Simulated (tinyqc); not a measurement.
# Short-channel transistor, virtual-source model with series resistance: what changes with what

The current per gate width is the charge at the top of the source barrier (the virtual source) times its velocity times a saturation function; al and be are fitting constants of the model. Units: I in uA/um, Rs in ohm um, so I Rs = 1e-6 I Rs in volts; Q in uC/cm^2, so I = 1e-4 Q vx0 Fsat with vx0 in cm/s.

Inputs (values chosen for the exercise):
- T = 300 K (temperature)
- Cinv = 1.12 uF/cm^2 (inversion capacitance)
- vx0 = 1.81e7 cm/s (velocity at the virtual source)
- mu = 560 cm^2/(V s) (apparent mobility)
- L = 32 nm (channel length)
- VT0 = 0.4 V (threshold at zero drain voltage)
- dl = 0.133 V/V (drain-induced barrier lowering)
- n0 = 1.28 (subthreshold factor)
- nd = 0 1/V (growth of n with drain voltage)
- al = 3.5 (threshold shift (in units of Vt) from weak to strong inversion)
- be = 2 (sharpness of saturation)
- Rs = 90 ohm um (series resistance of each contact)

Constants: q = 1.602176634e-19 C, kB = 1.380649e-23 J/K, Vt = kB T/q. Results are converted to the units shown.

Each table varies one quantity; the others keep the values above.

## Effect of the threshold at zero drain voltage on the on and off currents

Intrinsic voltages Vg' = Vgs - I Rs, Vd' = Vds - 2 I Rs. n = n0 + nd Vd', VT = VT0 - dl Vd', Ff = 1/(1 + exp((Vg' - VT + al Vt/2)/(al Vt))), Q = Cinv n Vt ln(1 + exp((Vg' - VT + al Vt Ff)/(n Vt))), Vdsat = (vx0 L/mu)(1 - Ff) + Vt Ff, Fsat = u/(1 + u^be)^(1/be) with u = Vd'/Vdsat, and I = Q vx0 Fsat per width. I is solved self-consistently. Ion is I at Vgs = Vds = 0.7 V, Ioff at Vgs = 0, Vds = 0.7 V, and Rlin = Vds/I at Vgs = 0.7 V, Vds = 0.05 V.

Effect of the threshold at zero drain voltage on the on and off currents:
```
VT0 (V)	Ion (uA/um)	Ioff (nA/um)	log10(Ion/Ioff)	Rlin (ohm um)
0.15	1042.3	35471	1.4681	276.38
0.2	962.30	14067	1.8351	286.22
0.25	882.18	4629.2	2.2801	298.20
0.3	802.03	1323.3	2.7825	313.04
0.35	721.95	343.55	3.3225	331.81
0.4	642.06	83.760	3.8845	356.12
0.45	562.56	19.626	4.4573	388.54
0.5	483.75	4.4877	5.0326	433.32
```

As VT0 goes from 0.15 to 0.5 V, Ion falls from 1040 to 484 uA/um, Ioff falls from 35500 to 4.49 nA/um and Rlin rises from 276 to 433 ohm um. Ion changes by a factor of 0.464 and Ioff by 1.27e-4. The off current depends on it through an exponential, the on current about linearly. For VT0 = 0.15 to 0.3 V the off current passes 1 uA/um, so the device is hardly off at Vgs = 0.

## Output curve

Same model as above.

gds = dI/dVds, gm = dI/dVgs.

In this table Vgs = 0.7 V.

Output curve:
```
Vds (V)	I (uA/um)	Fsat	gds (uS/um)	gain gm/gds
0.08	217.82	0.37296	2459.3	0.14896
0.16	380.84	0.67007	1581.4	0.51728
0.23	466.34	0.82172	912.63	1.2714
0.31	521.55	0.90532	523.88	2.6366
0.39	556.20	0.94378	365.38	4.0648
0.47	582.34	0.96335	297.18	5.1725
0.54	602.01	0.97329	267.54	5.8431
0.62	622.59	0.98044	249.01	6.3537
0.7	642.06	0.98509	238.54	6.6848
```

The current rises from 218 to 642 uA/um as Fsat rises from 0.373 to 0.985; gds falls from 2460 to 239 uS/um. The gain ends at 6.68, against 1/dl = 7.52 for a current that depends on Vds through barrier lowering alone; it falls short because Fsat is still growing.

## Transfer curves at low and high drain voltage

Same model as above.

Columns for Vds = 0.05 V and 0.7 V; gm = dI/dVgs at 0.7 V.

Result of one run:
```
Vgs (V)	I, low Vds (uA/um)	I, high Vds (uA/um)	gm (uS/um)
0.52	90.44	360.2	1517
```

What becomes of these results when the gate voltage Vgs is changed from 0.52 to 0.44 V, all else the same?

Result of the changed run:
```
Vgs (V)	I, low Vds (uA/um)	I, high Vds (uA/um)	gm (uS/um)
0.44	60.80	242.4	1415
```

The whole series:
```
Vgs (V)	I, low Vds (uA/um)	I, high Vds (uA/um)	gm (uS/um)
0	0.005882	0.08376	2.403
0.09	0.07953	1.017	26.96
0.17	0.7001	7.364	166.4
0.26	5.799	41.63	649.4
0.35	26.26	124.9	1161
0.44	60.80	242.4	1415
0.52	90.44	360.2	1517
0.61	118.2	499.4	1571
0.7	140.4	642.1	1595
```

At Vds = 0.7 V the current spans 3.9 decades, from 0.0838 to 642 uA/um. Between the first two rows the swing is 83.0 mV a decade, against n Vt ln 10 = 76.2. At Vgs = 0 the higher drain voltage raises the current by a factor of 14.2, at Vgs = 0.7 V by 4.57. The transconductance rises from 2.40 to 1590 uS/um; Cinv vx0, its value in strong inversion and saturation without series resistance, is 2030 uS/um.

tinyqc, about 0.01 s, one thread, Intel Xeon 2.30GHz (shared host): `OMP_NUM_THREADS=1 python tinyqc.py 2380113 2380114 out.jsonl`
